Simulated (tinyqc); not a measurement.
What each parameter does: donor level screened by free carriers (Yukawa potential).

Screening wave number: Debye ks^2 = 4 pi q n/(eps kB T); Thomas-Fermi ks^2 = 6 pi q n/(eps EF) with EF = c (3 pi^2 n/gv)^(2/3)/m, c = hbar^2/2m0; the two are joined by 1/ks^2 = sqrt(1/ks_D^4 + 1/ks_TF^4). 1e18/cm^3 = 1e-6/angstrom^3, q = e^2/(4 pi eps0).

Potential -(q/(eps r)) exp(-ks r), q = e^2/(4 pi eps0). In units Ry* = Ry m/eps^2 and a* = a0 eps/m the problem is [-Laplacian - 2 exp(-x r)/r] psi = E psi with x = ks a*.

Converged values use 18 functions exp(-z r), z = 1.55^i, i = -11 to 6: S = 2/A^3, H = z_i z_j S - 2/(A + x)^2, A = z_i + z_j.

Constants: e^2/(4 pi eps0) = 14.39964547 eV angstrom; kB = 8.617333262e-05 eV/K; hbar^2/2m0 = 3.80998211 eV angstrom^2; Ry = 13.60569312 eV; a0 (Bohr radius) = 0.5291772105 angstrom.

Parameters, chosen for this exercise (near those of a donor in InP, with one mean mass; the results hold for these values, not for the real material): m = 0.076 m0 (mass); eps = 12.1 (dielectric constant); gv = 1 (valleys); T = 200 K (temperature); n = 0.0073 x 1e18/cm^3 (free-carrier density).

Ry* = Ry m/eps^2, a* = a0 eps/m, x = ks a* with the joined ks; converged binding. Each row changes one parameter from the base and keeps the others.

Results:

| case | 1/ks (angstrom) | x | binding in Ry* | binding (meV) |
|---|---|---|---|---|
| base | 397.8 | 0.212 | 0.636 | 4.49 |
| n = 0.0109 x 1e18/cm^3 | 325.8 | 0.259 | 0.570 | 4.03 |
| T = 170 K | 366.9 | 0.230 | 0.610 | 4.31 |
| m = 0.085 m0 | 397.7 | 0.189 | 0.670 | 5.29 |
| eps = 11.1 | 381.0 | 0.203 | 0.649 | 5.45 |
| gv = 2 | 397.5 | 0.212 | 0.636 | 4.49 |

The largest shifts from the base row, up to three for each result and ties (the steps differ in size, so this ranks the rows, not the parameters). 1/ks (angstrom): n -72.0, T -30.9, eps -16.8. x: n +0.047, m -0.022, T +0.018; unchanged at the printed digits by gv. binding in Ry*: n -0.066, m +0.033, T -0.026; unchanged at the printed digits by gv. binding (meV): eps +0.96, m +0.80, n -0.47; unchanged at the printed digits by gv.

Computed by tinyqc, a small Python program: `OMP_NUM_THREADS=1 python tinyqc.py 1281206 1281207 out.jsonl` (the numbers bound the seed that draws the inputs); one thread of a shared host (Intel(R) Xeon(R) Processor @ 2.30GHz), about 0.01 s for the whole set of steps.
